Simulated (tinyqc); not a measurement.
What moves the tail: Franz-Keldysh effect at a direct gap.

Parabolic bands, vertical transitions, no excitons. For each hole band j: mr = me mj/(me + mj); joint density of states J_j(E) = (mr/c)^(3/2) sqrt(E - Eg)/(2 pi^2), both spins, c = hbar^2/2m0; averaged matrix element |e.p|^2 = m0 Ep/6; alpha_j(E) = 4 pi^2 alpha_f c Ep J_j/(3 nr E) in 1/angstrom (alpha_f the fine-structure constant, listed as alpha among the constants), times 1e8 for 1/cm.

In a field Fd (1 kV/cm = 1e-5 V/angstrom) the electro-optic energy of band j is th = (c (e Fd)^2/mr)^(1/3), and sqrt(E - Eg) in J_j is replaced by pi sqrt(th) [Ai'(b)^2 - b Ai(b)^2] with b = (Eg - E)/th; Ai is the Airy function.

Constants: hbar^2/2m0 = 3.80998211 eV angstrom^2; fine-structure constant alpha = 0.007297352564.

Values chosen for the exercise (near those of GaAs; shifted at random, so the results belong to these values and not to a real crystal):
```
symbol  value   unit   meaning
Eg      1.405   eV     direct gap
me      0.0671  m0     electron mass
mhh     0.508   m0     heavy-hole mass
mlh     0.0797  m0     light-hole mass
Ep      24.8    eV     Kane energy
nr      3.6            refractive index
Fd      30      kV/cm  uniform field
det     60      meV    detuning below the gap
```

At E = Eg - det.

One parameter was then changed.

Results before and after:
```
case,th heavy (meV),alpha (1/cm)
base,17.952,0.1087
changed,17.952,0.1035
```

Which of these changes was made? (a) Ep = 27.3 eV; (b) nr = 3.78; (c) mlh = 0.1036 m0; (d) Fd = 39 kV/cm; (e) det = 70 meV; (f) me = 0.0772 m0.

Answer: (b) nr = 3.78. Of the candidates, run in turn, only this one gives the changed row.

All candidates:
```
case,th heavy (meV),alpha (1/cm)
base,17.952,0.1087
Fd = 39 kV/cm,21.383,0.6663
det = 70 meV,17.952,0.01671
me = 0.0772 m0,17.232,0.08823
mlh = 0.1036 m0,17.952,0.09005
Ep = 27.3 eV,17.952,0.1196
nr = 3.78,17.952,0.1035
```

(tinyqc, `OMP_NUM_THREADS=1 python tinyqc.py 1651756 1651757 out.jsonl`, Intel(R) Xeon(R) Processor @ 2.30GHz, 1 thread, shared host, about 0.01 s.)
